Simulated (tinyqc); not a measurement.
Mobility of a non-polar semiconductor in the relaxation-time approximation. Changing the longitudinal mass m_l. Computed by tinyqc, a small Python program. Command: `OMP_NUM_THREADS=1 python tinyqc.py 3022823 3022824 out.jsonl rta sweep`. One thread of a shared host (Intel(R) Xeon(R) Processor @ 2.30GHz), about 0.02 s of CPU time with the checks.

Each valley is treated as a sphere of mass m_d for states and rates, with one isotropic relaxation time; the conductivity mass m_c sets the current.

Inputs (values chosen for the exercise, modelled on holes in silicon):
```
quantity                                            value       unit
transverse mass m_t                                 0.511        m_0
equivalent valleys Z                                    1          -
non-parabolicity alpha                               0.31       1/eV
static permittivity eps_s                            11.7          -
density rho                                          2329     kg/m^3
sound velocity v_l                                   8790        m/s
acoustic deformation potential D_A                    5.5         eV
phonon energy hbar w                                 60.6        meV
optical or intervalley deformation potential D_o      8.2  1e8 eV/cm
final valleys Z_f                                       1          -
carrier density n                                 5.2e+14     1/cm^3
compensation ratio C                                    0          -
temperature T                                          77          K
```

Band: Kane. Impurity formula: Brooks-Herring. Further scattering: none.

Constants: k_B = 8.617333262e-05 eV/K; m_0 = 9.1093837015e-31 kg; e = 1.602176634e-19 C; hbar = 1.054571817e-34 J s; eps_0 = 8.8541878128e-12 F/m; k_B = 1.380649e-23 J/K; hbar = 6.582119569e-16 eV s.

Method:
- m_d = (m_l m_t^2)^(1/3); 1/m_c = (1/m_l + 2/m_t)/3; Hall mass factor A = 3 K_m (K_m + 2)/(2 K_m + 1)^2, K_m = m_l/m_t; N_I = n (1 + C)/(1 - C).
- Kane band: hbar^2 k^2/(2 m) = E (1 + alpha E), speed v = hbar k/(m (1 + 2 alpha E)), states per spin, volume and energy g(E) = m k (1 + 2 alpha E)/(2 pi^2 hbar^2); overlap factors are set to 1. Here m = m_d. Masses are multiplied by m_0 and all formulas are in SI units.
- The reduced Fermi level eta = E_F/(k_B T) solves n = 2 Z int g f dE with f = 1/(1 + exp(x - eta)) (Z = 1 unless valleys are given); screening length L_s = sqrt(eps_s eps_0 k_B T/(e^2 dn/deta)), dn/deta = 2 Z int g f (1 - f) dE.
- Integrals over x = E/(k_B T) use 160 Gauss-Legendre points in u = sqrt(x) from 0 to sqrt(max(eta, 0) + 32).
- Phonon occupation N_q = 1/(exp(hbar w/(k_B T)) - 1).
- Acoustic deformation potential (elastic, equipartition, absorption and emission together): 1/tau = 2 pi k_B T D_A^2 g(E)/(hbar rho v_l^2).
- Optical or intervalley deformation potential: 1/tau = (pi Z_f D_o^2/(rho w)) [N_q g(E + hbar w) + (N_q + 1) g(E - hbar w)], with g = 0 below the band edge.
- Each optical term is multiplied by (1 - f(E'))/(1 - f(E)), E' the final energy, for Pauli blocking.
- Singly charged impurities, momentum relaxation: 1/tau = N_I e^4 m (1 + 2 alpha E) Phi/(8 pi (eps_s eps_0)^2 hbar^3 k^3), with alpha = 0 for a parabolic band.
- Brooks-Herring: Phi = ln(1 + b) - b/(1 + b), b = 4 k^2 L_s^2.
- mu = (m_d/m_c) (2 Z e/(3 n k_B T)) int g v^2 tau f (1 - f) dE.
- Averages over x are split at the emission threshold x_0 = hbar w/(k_B T): 64 Gauss-Legendre points in sqrt(x) below it and 128 in sqrt(x - x_0) above it, up to x = max(eta, 0) + 32.
- Rates are added at each energy before the average. With <y> = int g v^2 y f (1 - f) dE: Hall factor r_H = A (3 n k_B T/(2 Z m_d)) <tau^2/(1 + 2 alpha E)>/<tau>^2 (alpha = 0 for a parabolic band); Hall mobility r_H mu; |S| = (k_B/e) (<x tau>/<tau> - eta); resistivity 1/(n e mu).

One run for each value; columns: (1) longitudinal mass m_l (m_0); (2) drift mobility mu (cm^2/(V s)); (3) density-of-states mass m_d (m_0); (4) conductivity mass m_c (m_0); (5) Hall mass factor A; (6) Seebeck coefficient |S| (microvolt/K):
```
(1)     (2)    (3)     (4)     (5)    (6)
0.51  10133  0.511  0.5107  1.0000  872.9
0.73   7976  0.576  0.5678  0.9877  884.7
1.00   6572  0.639  0.6105  0.9621  895.3
1.50   5215  0.732  0.6549  0.9207  909.3
2.10   4355  0.819  0.6834  0.8862  921.1
3.00   3628  0.922  0.7063  0.8539  933.9
4.30   3035  1.039  0.7235  0.8271  947.1
6.10   2561  1.168  0.7357  0.8067  960.1
```

What does the table show, and why?

Over the rows, drift mobility mu (cm^2/(V s)) falls from 10100 to 2560 (exponent d ln y / d ln x -0.67 between the first rows and -0.49 between the last); density-of-states mass m_d (m_0) rises from 0.511 to 1.17 (exponent d ln y / d ln x about 0.33 throughout); conductivity mass m_c (m_0) rises from 0.511 to 0.736 (exponent d ln y / d ln x 0.30 between the first rows and 0.048 between the last). m_c stays below 1.5 m_t = 0.766 however large m_l gets, while m_d keeps growing as m_l^(1/3); A falls from 1 towards 3/4.

Caution (all rows): n is taken as given; at low temperature (in diamond even at 300 K) real dopants can freeze out, which changes n and N_I.
